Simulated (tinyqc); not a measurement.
## Short-channel transistor, virtual-source model with series resistance: effect of the series resistance of each contact on the on and off currents

The current per gate width is the charge at the top of the source barrier (the virtual source) times its velocity times a saturation function; al and be are fitting constants of the model. Units: I in uA/um, Rs in ohm um, so I Rs = 1e-6 I Rs in volts; Q in uC/cm^2, so I = 1e-4 Q vx0 Fsat with vx0 in cm/s.

Intrinsic voltages Vg' = Vgs - I Rs, Vd' = Vds - 2 I Rs. n = n0 + nd Vd', VT = VT0 - dl Vd', Ff = 1/(1 + exp((Vg' - VT + al Vt/2)/(al Vt))), Q = Cinv n Vt ln(1 + exp((Vg' - VT + al Vt Ff)/(n Vt))), Vdsat = (vx0 L/mu)(1 - Ff) + Vt Ff, Fsat = u/(1 + u^be)^(1/be) with u = Vd'/Vdsat, and I = Q vx0 Fsat per width. I is solved self-consistently. Ion is I at Vgs = Vds = 0.6 V, Ioff at Vgs = 0, Vds = 0.6 V, and Rlin = Vds/I at Vgs = 0.6 V, Vds = 0.05 V.

Inputs (values chosen for the exercise): temperature T = 350 K; inversion capacitance Cinv = 2.84 uF/cm^2; velocity at the virtual source vx0 = 1.07e7 cm/s; apparent mobility mu = 120 cm^2/(V s); channel length L = 130 nm; threshold at zero drain voltage VT0 = 0.321 V; drain-induced barrier lowering dl = 0.148 V/V; subthreshold factor n0 = 1.1; growth of n with drain voltage nd = 0.2 1/V; threshold shift (in units of Vt) from weak to strong inversion al = 3.5; sharpness of saturation be = 1.8.

Constants: q = 1.602176634e-19 C, kB = 1.380649e-23 J/K, Vt = kB T/q. Results are converted to the units shown.

Result of one run:
```
Rs (ohm um)	Ion (uA/um)	Ioff (nA/um)	log10(Ion/Ioff)	Rlin (ohm um)
400	250.1	2057	2.085	2112
```

What becomes of these results when the series resistance of each contact Rs is changed from 400 to 300 ohm um, all else the same?

Result of the changed run:
```
Rs (ohm um)	Ion (uA/um)	Ioff (nA/um)	log10(Ion/Ioff)	Rlin (ohm um)
300	283.6	2070	2.137	1904
```

The whole series:
```
Rs (ohm um)	Ion (uA/um)	Ioff (nA/um)	log10(Ion/Ioff)	Rlin (ohm um)
0	508.4	2111	2.382	1266
25	473.9	2107	2.352	1321
50	444.4	2104	2.325	1375
100	396.7	2097	2.277	1482
150	359.4	2090	2.235	1589
200	329.4	2083	2.199	1695
300	283.6	2070	2.137	1904
400	250.1	2057	2.085	2112
```

As Rs goes from 0 to 400 ohm um, Ion falls from 508 to 250 uA/um, Ioff falls from 2110 to 2060 nA/um and Rlin rises from 1270 to 2110 ohm um. Ion changes by a factor of 0.492 and Ioff by 0.975. In every row the off current passes 1 uA/um, so the device is hardly off at Vgs = 0.

Program tinyqc, `OMP_NUM_THREADS=1 python tinyqc.py 2380028 2380029 out.jsonl`; Intel Xeon 2.30GHz, shared host, one thread, about 0.01 s.
